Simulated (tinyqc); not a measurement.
Raising U: Hubbard chain of 4 sites, mean field against exact. Computed by the program tinyqc. 

one-body matrix (hopping and site energies) (eV):
```
         1        2        3        4
1   0.0000  -1.6100   0.0000   0.0000
2  -1.6100   0.0000  -1.6100   0.0000
3   0.0000  -1.6100   0.0000  -1.6100
4   0.0000   0.0000  -1.6100   0.0000
```

electrons, up and down: 2  2

Collinear unrestricted mean field (the lowest of 40 random starts) against exact diagonalisation.

Exact and mean-field results (eV):

| U | U/t | E exact | E mean field | mean \|n_up - n_down\| | double occupancy, exact | first gap in the sector |
|---|---|---|---|---|---|---|
| 0.8100 | 0.5031 | -6.432435 | -6.390139 | 0.0000 | 0.2239 | 1.7654 |
| 1.6100 | 1.0000 | -5.756339 | -5.590139 | 0.0000 | 0.1988 | 1.5756 |
| 3.2200 | 2.0000 | -4.630268 | -4.020231 | 0.3935 | 0.1521 | 1.2699 |
| 4.8300 | 3.0000 | -3.779357 | -2.965608 | 0.6966 | 0.1138 | 1.0415 |
| 6.4400 | 4.0000 | -3.144564 | -2.309257 | 0.8199 | 0.0849 | 0.8698 |
| 9.6600 | 6.0000 | -2.305417 | -1.579413 | 0.9177 | 0.0494 | 0.6401 |
| 12.8800 | 8.0000 | -1.798648 | -1.194732 | 0.9534 | 0.0312 | 0.5001 |
| 19.3200 | 12.0000 | -1.236590 | -0.801248 | 0.9792 | 0.0152 | 0.3442 |
| 32.2000 | 20.0000 | -0.754478 | -0.482193 | 0.9925 | 0.0057 | 0.2101 |

In absolute terms mean field is worst at U/t = 4.0, 0.835 eV too high: at small U it is nearly exact, and at large U it misses only exchange-scale energies. Its local moments set in at U/t = 2.0 of those listed, a broken symmetry that the exact state of a finite cluster with equal spins does not have. Relative to the exact energy its error is 0.7 % at the smallest U, 36 % at most and 36 % at the largest. The double occupancy falls from 0.224 to 0.006; at the largest U the first gap is 0.65 times the exchange scale 4t^2/U.
